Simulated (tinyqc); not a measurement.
# Fully depleted semiconductor-on-insulator film with two gates, non-linear Poisson equation by Newton steps: threshold and coupling against the film thickness

One dimension across the film, front interface at x = 0, back interface at x = ts. psi is counted from the intrinsic level, n = ni exp(psi/Vt) (source grounded), holes neglected, acceptors ionised. Gates act through Cox = eps0 eox/tox and Cbox = 3.9 eps0/tb with potentials G1 = Vg - (phiM - chi - Vt ln(Nc/ni)) and G2 = Vb - (phiB - chi - Vt ln(Nc/ni)). Classical Boltzmann densities, no interface charge, no depletion in the back plane.

ni = sqrt(Nc Nv) exp(-Eg/(2 Vt)), Eg in volts. The Poisson equation eps0 eps_r d2psi/dx2 = q (n + Na), with -eps0 eps_r dpsi/dx = Cox (G1 - psi) at x = 0 and eps0 eps_r dpsi/dx = Cbox (G2 - psi) at x = ts, is solved on 300 equal intervals with half boxes at both ends; N_inv is the trapezoid sum of n. VT is the Vg for N_inv = 1e11 cm^-2; -dVT/dVb from the linearised equation. Limits with Cs = eps0 eps_r/ts: front channel Cs Cbox/(Cox (Cs + Cbox)), back channel Cbox (Cox + Cs)/(Cox Cs). Swing at N_inv = 1e8 cm^-2.

Values chosen for this exercise; band and dielectric values those of a made-up semiconductor: temperature T = 350 K; band gap Eg = 1.33 eV; relative permittivity eps_r = 11.9; conduction-band density of states at T Nc = 2.8e19 cm^-3; valence-band density of states at T Nv = 4.02e19 cm^-3; electron affinity chi = 4.57 eV; relative permittivity of the gate insulator (close to silicon dioxide) eox = 3.9; insulator thickness tox = 3.7 nm; buried-oxide thickness (eps_r 3.9) tb = 30 nm; acceptor density of the film Na = 1e15 cm^-3; work function of the front gate phiM = 5.14 eV; work function of the back plane phiB = 5.62 eV; back-gate voltage Vb = 0 V.

Constants: q = 1.602176634e-19 C, kB = 1.380649e-23 J/K, Vt = kB T/q, eps0 = 8.8541878128e-14 F/cm where lengths are in cm. Results are converted to the units shown.

Results:
```
ts (nm)  VT (V)  centroid/ts at VT  -dVT/dVb  front-channel limit  back-channel limit  swing (mV/decade)
4         0.573              0.390     0.136                0.118               0.167               79.1
7.7       0.560              0.311     0.141                0.114               0.207               79.6
11        0.554              0.258     0.141                0.110               0.244               79.8
15        0.548              0.212     0.139                0.106               0.287               79.9
21        0.541              0.167     0.135                0.100               0.353               79.7
29        0.533              0.131     0.128               0.0937               0.440               79.4
40        0.523              0.104     0.120               0.0858               0.560               78.9
```

Estimate the missing row, ts = 5.6 nm.

Computed row:
```
ts (nm)  VT (V)  centroid/ts at VT  -dVT/dVb  front-channel limit  back-channel limit  swing (mV/decade)
5.6       0.566              0.353     0.139                0.116               0.185               79.3
```

With this row back in the table: As ts goes from 4 to 40, VT falls from 0.573 to 0.523 V, the centroid falls from 0.390 to 0.104 of ts and -dVT/dVb goes from 0.136 through a maximum of 0.141 (at ts = 11 among the rows listed) to 0.120. The coupling covers 37.5 % of the way from the front-channel to the back-channel limit in the first row and 7.23 % in the last. For ts = 4, 5.6, 7.7 the film is thin enough for confinement to raise VT, which is left out.

Numbers from tinyqc (`OMP_NUM_THREADS=1 python tinyqc.py 2190023 2190024 out.jsonl`; about 0.3 s on one thread of a shared Intel Xeon 2.30GHz).
